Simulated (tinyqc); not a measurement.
Ten-year voltage from two stress tests.

Question. Lifetimes follow tau = t0 exp(B/Vd). Ten years are 3.15576e8 s. Find B, t0 and the drain voltage for ten years.

lifetimes at Vd = 2.8 and 3.1 V (s): [2.7e5, 13819.3769]

Solution. ln(tau) is linear in 1/Vd.

B = 86.0 V
t0 = 1.24e-8 s
ten-year voltage = 2.28 V

Numbers from tinyqc (`OMP_NUM_THREADS=1 python tinyqc.py 2550022 2550023 out.jsonl`; about 0.01 s on one thread of a shared Intel Xeon 2.30GHz).
